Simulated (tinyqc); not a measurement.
# Thermionic-field emission through a Schottky barrier, WKB: two studies

Metal on an n-type semiconductor with one parabolic valley; V > 0 is forward bias (metal positive). Energies E are counted from the conduction edge of the neutral semiconductor, whose Fermi level lies at -xi; that of the metal lies at -xi - V. The barrier is a parabola of height Vd = phi - xi - V (depletion approximation, no image force).

Values chosen for this exercise; band and dielectric values close to those of gallium arsenide: temperature T = 200 K; electron mass me = 0.0667 m0; relative permittivity eps_r = 13.1; barrier height seen from the metal phi = 0.79 eV; donor density Nd = 1.1e18 cm^-3.

Constants: q = 1.602176634e-19 C, kB = 1.380649e-23 J/K, eps0 = 8.8541878128e-12 F/m, hbar = 1.054571817e-34 J s, h = 6.62607015e-34 J s, m0 = 9.1093837015e-31 kg, Vt = kB T/q. Results are converted to the units shown.

Each table varies one quantity; the others keep the values above.

## Current against forward bias

Nc = 2 (2 pi me m0 kB T/h^2)^1.5 (times 1e-6 for cm^-3); Nd = Nc F12(-xi/Vt), F12(x) = (2/sqrt(pi)) int_0^infinity sqrt(u)/(1 + exp(u - x)) du; E00 = (hbar/2) sqrt(Nd/(me m0 eps0 eps_r)) in SI units (volts). For E < Vd, ln T(E) = -(Vd/E00) [sqrt(1 - y) - y ln((1 + sqrt(1 - y))/sqrt(y))], y = E/Vd; T(E) = 1 above. J = A* T (q/kB) int_0^infinity T(E) N(E) dE, N = ln[(1 + exp((-xi - E)/Vt))/(1 + exp((-xi - V - E)/Vt))], A* = 4 pi q me m0 kB^2/h^3 (times 1e-4 for A/(cm^2 K^2)). The integral is converged to the digits shown; the share over the barrier is that of E > Vd, and 0 means below 1e-6 %. n = (dV/d ln J)/Vt.

Results:
```
V (V)	J (A/cm^2)	share over the barrier (%)	mean E/Vd	n
0.069	2.821e-6	7.57e-6	0.3203	1.432
0.144	5.510e-5	3.06e-5	0.3233	1.475
0.219	0.001048	1.25e-4	0.3274	1.480
0.293	0.01892	5.07e-4	0.3331	1.488
0.443	6.279	9.21e-3	0.3537	1.515
0.518	108.6	0.0413	0.3728	1.541
0.593	1762	0.198	0.4036	1.587
```

Estimate the missing row, V = 0.368 V.

Computed row:
```
V (V)	J (A/cm^2)	share over the barrier (%)	mean E/Vd	n
0.368	0.3491	2.13e-3	0.3414	1.498
```

With this row back in the table: J rises from 2.82e-6 to 1760 A/cm^2, and n rises from 1.43 to 1.59. The Padovani-Stratton slope is (E00/Vt) coth(E00/Vt) = 1.45; the middle row is 3.7 % above it.

## Contact resistivity against barrier height

Same model as above.

The contact resistivity is rho_c = 1/(dJ/dV) at V = 0, where N becomes V f/Vt with f = 1/(1 + exp((E + xi)/Vt)).

Results:
```
phi (eV)	rho_c (ohm cm^2)	thermionic Vt exp(phi/Vt)/(A* T^2) (ohm cm^2)
0.15	2.098e-6	3.238e-4
0.29	3.338e-4	1.092
0.42	0.04706	2060
0.56	10.83	6.947e6
0.69	1778	1.311e10
0.96	7.637e7	8.343e16
1.1	1.970e10	2.813e20
```

Estimate the missing row, phi = 0.83 eV.

Computed row:
```
phi (eV)	rho_c (ohm cm^2)	thermionic Vt exp(phi/Vt)/(A* T^2) (ohm cm^2)
0.83	4.451e5	4.421e13
```

With this row back in the table: rho_c rises from 2.10e-6 to 1.97e10 ohm cm^2; between the last two rows it grows by a factor e every 25.2 meV, against E00 coth(E00/Vt) = 24.9 meV and Vt = 17.2 meV for pure emission.

Range of the model: The depletion approximation, a parabolic band and the neglect of image-force lowering make these currents estimates at high doping.

Computed by the program tinyqc: `OMP_NUM_THREADS=1 python tinyqc.py 2640173 2640174 out.jsonl`, one thread of a shared Intel Xeon 2.30GHz, about 0.06 s for the whole run.
